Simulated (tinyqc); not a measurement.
# Changing the grading rate (misfit per thickness) R_f

Model: kinetics of strain relaxation and threading dislocations in mismatched semiconductor layers. Computed by tinyqc, a small Python program. Command: `OMP_NUM_THREADS=1 python tinyqc.py 3027058 3027059 out.jsonl threading sweep`. One thread of a shared host (Intel(R) Xeon(R) Processor @ 2.30GHz), about 0.01 s of CPU time with the checks.

60-degree dislocations on {111} planes of a (001) layer, isotropic elasticity. The Schmid factor is 1/sqrt(6), and a misfit segment relieves strain with b/2.

Inputs (values chosen for the exercise, modelled on In(0.2)Ga(0.8)As on GaAs):

| quantity | value | unit |
|---|---|---|
| misfit f | 0.0141 | - |
| shear modulus G | 43.2 | GPa |
| Poisson ratio nu | 0.32 | - |
| Burgers vector b | 4.05 | angstrom |
| glide activation energy Q | 1.28 | eV |
| velocity prefactor v0 | 12000 | m/s per MPa |
| growth temperature of the buffer T_g | 979 | K |
| growth rate R_g | 3.6 | nm/s |

Constants: k_B = 8.617333262e-05 eV/K.

Method. In steady grading, strain is fed at R_f R_g and relieved at (b/4) rho v. As a glide-limited estimate, the driving stress is taken as the mean stress of the strained top zone, whose depth z solves R_f z/2 = e_eq(z), with strain R_f z at the surface; tau_g = S R_f z/2 is its mean; then rho = 4 R_f R_g/(b m tau_g), m = v0 exp(-Q/(k_B T_g)), S = (1/sqrt 6) 2 G (1 + nu)/(1 - nu), e_eq(z) = b (1 - nu/4) [ln(z/b) + 1]/(4 pi (1 + nu) z).

One run for each value:

| grading rate (misfit per thickness) R_f (1/micrometre) | thread density of the buffer (1/cm^2) | depth z of the strained zone (nm) | stress tau_g (MPa) | buffer thickness f/R_f (micrometre) |
|---|---|---|---|---|
| 0.00050 | 38.05 | 883.51 | 15.12 | 28.200 |
| 0.00097 | 54.10 | 621.34 | 20.63 | 14.536 |
| 0.00190 | 77.40 | 434.32 | 28.25 | 7.421 |
| 0.00360 | 108.90 | 308.70 | 38.05 | 3.917 |
| 0.00690 | 154.32 | 217.83 | 51.46 | 2.043 |
| 0.01300 | 216.96 | 154.94 | 68.96 | 1.085 |
| 0.02600 | 315.44 | 106.57 | 94.86 | 0.542 |
| 0.05000 | 449.74 | 74.75 | 127.95 | 0.282 |

Describe and explain the trends.

Over the rows, thread density of the buffer (1/cm^2) rises from 38.0 to 450 (exponent d ln y / d ln x about 0.54 throughout); depth z of the strained zone (nm) falls from 884 to 74.7 (exponent d ln y / d ln x about -0.54 throughout); stress tau_g (MPa) rises from 15.1 to 128 (exponent d ln y / d ln x about 0.46 throughout). The exponent of thread density of the buffer stays between 0.53 and 0.54, near 0.50: the feed goes as R_f and the stress as its root, but for the logarithm. The exponent of depth z of the strained zone stays between -0.54 and -0.53, near -0.50: R_f z against 1/z, but for the logarithm.

Caution (all rows): real buffers seldom go below 1e5 /cm^2, as pile-ups and nucleation take over; this value is a lower bound.

Extremes, crossings and ranges named in words are read from the listed rows.
